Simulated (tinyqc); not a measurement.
# Inverter chain driving a load

N inverters, each f = Hc^(1/N) times larger than the one before: delay tau N (f + pp). Switched capacitance in units of the first input, with output capacitance pp times the input: Hc + (1 + pp)(Hc - 1)/(f - 1).

Values chosen for this exercise: load over the input capacitance of the chain Hc = 1300; parasitic delay of an inverter pp = 0; delay unit tau = 6.8 ps.

Inverter chain driving a load:
```
N,f,delay (ps),switched capacitance
4,6.005,163.3,1560
5,4.196,142.6,1707
6,3.304,134.8,1864
7,2.785,132.6,2028
8,2.450,133.3,2196
9,2.218,135.8,2366
10,2.048,139.3,2539
11,1.919,143.5,2713
```

What does the comparison show?

The delay goes from 163 through a minimum of 133 (at N = 7 among the rows listed) to 144 ps. The best stage effort solves pp + rho (1 - ln rho) = 0, rho = 2.72, which gives N = ln Hc/ln rho = 7.17. One stage fewer than the best costs 1.7 % in delay and saves 8.1 % of the switched capacitance.

Program tinyqc, `OMP_NUM_THREADS=1 python tinyqc.py 2082164 2082165 out.jsonl`; Intel Xeon 2.30GHz, shared host, one thread, about 0.01 s.
